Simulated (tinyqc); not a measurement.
Donor in an ellipsoidal valley (Kohn-Luttinger variational method): one step, computed by the program tinyqc.

H = -(d^2/dx^2 + d^2/dy^2) - gamma d^2/dz^2 - 2/r in units built on m_t, with gamma = m_t/m_l and z along the valley axis. One valley; no valley-orbit or central-cell term.

Task: Energy at a trial ratio. Trial function exp(-sqrt((x^2 + y^2)/a^2 + z^2/b^2)) with beta = b/a < 1: E = t/a^2 - u/a, t = (2 + gamma/beta^2)/3, u = 2 arcsin(sqrt(1 - beta^2))/sqrt(1 - beta^2); the best a is 2 t/u and E(beta) = -u^2/(4 t).

Inputs (values chosen for the exercise, modelled on 3C-SiC): trial ratio b/a = 0.61.

gamma = 0.3729809

Give: t; u; best a; E(beta).

Result:

t = 1.0008

u = 2.3088

best a = 0.86695 a*

E(beta) = -1.3316 Ry*
